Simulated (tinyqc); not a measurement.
Thermal boundary conductance by the acoustic and diffuse mismatch models: one step, computed by the program tinyqc.

Each side has one longitudinal and two transverse Debye branches, omega = v q up to q_D = (6 pi^2 n)^(1/3), with n counting all atoms. Scattering at the interface is elastic. Electrons are left out of G, also for metals. Melting is ignored. G refers to the temperatures of the phonons sent towards the interface. Linear branches over all atoms overstate G at high T, most for crystals with several atoms a cell.

Question. Acoustic mismatch: transmission of each branch. No mode conversion. t(theta) = 4 Z_1 Z_2 cos(theta_1) cos(theta_2)/N^2, with N = Z_2 cos(theta_1) + Z_1 cos(theta_2) for L (the form for pressure waves) and N = Z_1 cos(theta_1) + Z_2 cos(theta_2) for both T branches (the form for shear waves polarised along the interface); sin(theta_2) = (v_2/v_1) sin(theta_1), and t = 0 beyond the critical angle arcsin(v_1/v_2); the mean over the incoming flux is alpha = 2 int t sin(theta_1) cos(theta_1) d theta_1 (64 Gauss-Legendre points).

Structure: film on a substrate.

Branches:
```
branch,v (m/s),cut-off (K),Z (1e6 kg/(m^2 s))
"L, side 1",5370,562.2730,29.0517
"T, side 1",3260,341.3427,17.6366
"L, side 2",2410,228.9750,27.2330
"T, side 2",990,94.0603,11.1870
```

Give: Transmission.

Answer.

Transmission:
```
branch,t at normal incidence,largest angle from side 1 (deg),"alpha, 1 to 2","alpha, 2 to 1"
L,0.9990,90,0.9114,0.1836
T,0.9499,90,0.9534,0.0879
```

For L waves from side 1 no critical angle exists, and the mean 0.91 stays near the normal-incidence 1.00. For T waves from side 1 no critical angle exists, and the mean 0.95 stays near the normal-incidence 0.95.
